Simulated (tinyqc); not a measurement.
# Inputs raised by 10 %, one at a time

Model: oxidation of curved silicon (wires and holes): cylindrical Deal-Grove kinetics with stress-retarded reaction. Computed by tinyqc, a small Python program. Command: `OMP_NUM_THREADS=1 python tinyqc.py 3014278 3014279 out.jsonl wireox sens`. One thread of a shared host (Intel(R) Xeon(R) Processor @ 2.30GHz), about 0.03 s of CPU time with the checks.

Silicon fills r > a and oxide b < r < a. One volume of silicon gives 2.25 volumes of oxide, and the length is fixed.

Inputs (values chosen for the exercise, close to those used for silicon in dry oxygen):

| quantity | value | unit |
|---|---|---|
| prefactor B0 | 793 | um^2/h |
| activation energy E_B | 1.24 | eV |
| prefactor (B/A)0 | 5.18e+06 | um/h |
| activation energy E_A | 2 | eV |
| starting silicon radius a0 | 18 | nm |
| starting oxide x_i | 3 | nm |
| viscosity prefactor eta0 | 1.2e-08 | Pa s |
| viscosity energy E_eta | 5.68 | eV |
| critical shear stress s_c | 39 | MPa |
| activation volume V_k | 12 | angstrom^3 |
| temperature T | 900 | C |
| time t | 0.28 | h |

Shape: hole (concave).

Constants: k_B = 8.617333262e-05 eV/K.

Method:
- B = B0 exp(-E_B/(k_B T)), B/A = (B/A)0 exp(-E_A/(k_B T)), eta = eta0 exp(E_eta/(k_B T)); 1 um = 1000 nm.
- Temperatures in kelvin are T(C) + 273.15.
- Geometry: b^2 = b0^2 - 1.25 (a^2 - a0^2), b0 = a0 - x_i.
- Rate of oxide made per interface area: q = 1/[1/k + 2 a |ln(b/a)|/B], and |da/dt| = q/2.25. Reaction k = (B/A) exp(-sigma V_k/(k_B T)). New oxide pushes the old with radial speed u = 1.25 |da/dt| at r = a; the shear stress at radius r is s_c asinh(z a^2/r^2), z = 2 eta u/(a s_c) (Eyring flow), and the compressive normal stress at the interface is sigma = |int_a^b 2 s/r dr| = s_c |F(z) - F(z a^2/b^2)|, F(y) = int_0^y asinh(w)/w dw. q and sigma are solved together. 1 MPa angstrom^3 = 6.241509e-6 eV.
- Integrate da/dt adaptively (tolerance 1e-8); a wire counts as consumed at a = 0.5 nm and a hole as closed at b = 0.5 nm. Planar reference: x^2 + A x = B t + x_i^2 + A x_i, A = B/(B/A).

Runs:

| input moved | from | to | oxide thickness (nm) | silicon radius a (nm) | normal stress at time t (MPa) | ratio to the planar thickness |
|---|---|---|---|---|---|---|
| base run | - | - | 6.450 | 19.29 | 405.4 | 0.9787 |
| prefactor (B/A)0 (um/h) | 5180000 | 5698000 | 6.770 | 19.40 | 430.4 | 0.9767 |
| starting silicon radius a0 (nm) | 18 | 19.8 | 6.465 | 21.12 | 361.1 | 0.9811 |
| viscosity prefactor eta0 (Pa s) | 1.2e-08 | 1.32e-08 | 6.445 | 19.29 | 408.0 | 0.9779 |
| critical shear stress s_c (MPa) | 39 | 42.9 | 6.387 | 19.27 | 437.0 | 0.9692 |
| activation volume V_k (angstrom^3) | 12 | 13.2 | 6.381 | 19.27 | 399.8 | 0.9683 |
| time t (h) | 0.28 | 0.308 | 6.787 | 19.41 | 428.6 | 0.9773 |

Exponents ln(y'/y) / ln(x'/x):

| input | oxide thickness | silicon radius a | normal stress at time t | ratio to the planar thickness |
|---|---|---|---|---|
| prefactor (B/A)0 | 0.508 | 0.060 | 0.628 | -0.021 |
| starting silicon radius a0 | 0.025 | 0.951 | -1.212 | 0.025 |
| viscosity prefactor eta0 | -0.008 | -0.001 | 0.067 | -0.008 |
| critical shear stress s_c | -0.103 | -0.012 | 0.788 | -0.103 |
| activation volume V_k | -0.112 | -0.013 | -0.145 | -0.112 |
| time t | 0.534 | 0.063 | 0.584 | -0.015 |

Among the inputs moved here: oxide thickness answers most in size to time t (exponent +0.534), next to prefactor (B/A)0 (+0.508). Silicon radius a answers most in size to starting silicon radius a0 (exponent +0.951), next to time t (+0.063). Normal stress at time t answers most in size to starting silicon radius a0 (exponent -1.212), next to critical shear stress s_c (+0.788). Ratio to the planar thickness answers most in size to activation volume V_k (exponent -0.112), next to critical shear stress s_c (-0.103).

Caution (all rows): planar dry oxides this thin grow faster than Deal-Grove predicts. Caution (all rows): the oxide is taken as a purely viscous fluid in steady flow; elasticity, stress-dependent diffusion and thin-oxide enhancement are left out.
